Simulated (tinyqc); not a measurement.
# Voltage drop against the pad pitch

A grid of 13 by 13 nodes with segments Rx (rows) and Ry (columns); every node draws I1 and the central node kh I1; pads with resistance Rp sit at the nodes whose row and column are multiples of the pitch, counting from 0. The drops u = Vdd - V follow from G u = i, with G the conductance matrix and i the load currents, solved directly.

Values chosen for this exercise:

| symbol | value | unit | meaning |
|---|---|---|---|
| Vdd | 0.75 | V | supply voltage |
| Rx | 0.16 | ohm | resistance of a horizontal segment |
| Ry | 0.55 | ohm | resistance of a vertical segment |
| Rp | 0.036 | ohm | resistance from a pad node to the supply |
| kh | 3 |  | factor on the load at the hot node |
| I1 | 1 | mA | load current of a node in the large grid |

Result of one run:
```
pads,worst drop (mV),mean drop (mV),largest drop at a pad (mV),largest pad current (mA),worst drop over Vdd (%)
25,1.1408,0.82420,0.37223,10.340,0.15211
```

Which pad pitch gave this result: 1, 2, 3, 4 or 12 nodes?

pitch = 3 nodes.

The whole series:
```
pitch (nodes),pads,worst drop (mV),mean drop (mV),largest drop at a pad (mV),largest pad current (mA),worst drop over Vdd (%)
1,169,0.083711,0.036426,0.083711,2.3253,0.011161
2,49,0.50735,0.31783,0.19738,5.4827,0.067646
3,25,1.1408,0.82420,0.37223,10.340,0.15211
4,16,2.4802,1.5818,0.53832,14.953,0.33069
6,9,4.7749,3.7085,1.1543,32.064,0.63666
12,4,19.335,15.106,1.5390,42.750,2.5780
```

The worst drop goes from 0.0837 to 19.3 mV while the number of pads falls from 169 to 4; between the last two rows it goes as pitch^(2.02). The largest drop at a pad is 100 % of the worst drop in the first row and 7.96 % in the last; the rest falls along the wires.

Numbers from tinyqc (`OMP_NUM_THREADS=1 python tinyqc.py 2770165 2770166 out.jsonl`; about 0.09 s on one thread of a shared Intel Xeon 2.30GHz).
